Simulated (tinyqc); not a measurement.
Inside a calculation. Model: double-gate transistor, scale length and short-channel effects.

Computed by the program tinyqc: `OMP_NUM_THREADS=1 python tinyqc.py 2420075 2420076 out.jsonl`, one thread of a shared Intel Xeon 2.30GHz, about 0.01 s for the whole run. Printed values are rounded.

A body of thickness ts between two insulators of thickness ti and two tied gates. Below threshold the potential that source and drain add obeys Laplace's equation and vanishes on the gate. Its lowest mode decays along the channel as exp(-k y); k is the smallest positive root of the matching condition at the interface, and the scale length is Lambda = pi/k.

Inputs (values chosen for the exercise); permittivities: semiconductor close to that of germanium, insulator close to that of aluminium oxide: temperature T = 250 K; relative permittivity of the semiconductor eps_r = 16.3; relative permittivity of the insulator ei = 9.36; insulator thickness ti = 4.6 nm; body thickness ts = 10.8 nm; channel length L = 64 nm; potential of the source Vbi = 1.04 V; potential of the barrier top at threshold sT = 0.39 V; long-channel threshold VTL = 0.44 V; long-channel body factor m = 1; drain voltage Vds = 0.5 V.

Constants: q = 1.602176634e-19 C, kB = 1.380649e-23 J/K, Vt = kB T/q. Results are converted to the units shown.

## Scan of the matching condition

k, point 0 to 7 (1/nm): [0.02, 0.04, 0.06, 0.08, 0.1, 0.12, 0.14, 0.16]

f(k) = ei cos(k ti) cos(k ts/2) - eps_r sin(k ti) sin(k ts/2).

f(k), point 0 to 7: [9.10470, 8.34899, 7.12305, 5.47585, 3.47318, 1.19503, -1.26758, -3.81624]

The first change of sign lies between k = 0.12 and 0.14 1/nm.

## Iteration 1: decay constant by Newton steps

k at the start = 0.12 1/nm

f(k) = ei cos(k ti) cos(k ts/2) - eps_r sin(k ti) sin(k ts/2); f' by a central difference with +/- 1e-5 1/nm; k(new) = k - f/f'.

f = 1.19503
f' = -119.315 nm
k after iteration 1 = 0.130016 1/nm

## Iteration 2: decay constant by Newton steps

As before.

f = -0.0211869
f' = -123.342 nm
k after iteration 2 = 0.129844 1/nm

## Course of the iteration: decay constant by Newton steps

Stop when k changes by less than 1e-10 1/nm, or after 30 iterations.

Course of the iteration:
```
iteration  k (1/nm)  |change| (1/nm)
1          0.130016           0.0100
2          0.129844          1.72e-4
3          0.129844          4.09e-8
4          0.129844         2.28e-15
```

Converged in 4 iterations. The change falls from 0.010 in the first iteration to below the tolerance in the last.

## Scale length against simple estimates

k = 0.129844 1/nm

Lambda = pi/k and l = 1/k. A parabolic potential across the structure gives l(parabolic) = sqrt((eps_r/(2 ei)) ts ti (1 + ei ts/(4 eps_r ti))).

Lambda = 24.1951 nm
l = 7.70155 nm
l(parabolic) = 7.60511 nm

The parabolic estimate is 1.3 % below l.

## Threshold shift, barrier position and swing

Along the channel psi(y) = s + a exp(y/l) + b exp(-y/l) with psi(0) = Vbi, psi(L) = Vbi + Vds and l = 1/k = Lambda/pi; with A = Vbi - s, B = A + Vds, x = exp(-L/l): a = (B - A x) x/(1 - x^2), b = (A - B x)/(1 - x^2). The minimum is s + 2 sqrt(a b), at y = (l/2) ln(b/a). The long-channel potential follows the gate as s = sT + (Vg - VTL)/m, and the threshold VT is the gate voltage at which the minimum equals sT. Swing = m Vt ln 10/g at threshold, g = d(minimum)/ds = 1 - (b x + a)/((1 + x) sqrt(a b)).

s at threshold = 0.361971 V
a = 2.89802e-4 V
b = 0.677739 V
position of the minimum = 29.8717 nm
VT = 0.411971 V
swing = 51.2753 mV/decade

The threshold lies 28.0 mV below the long-channel value, and the barrier top sits at 0.47 L from the source.
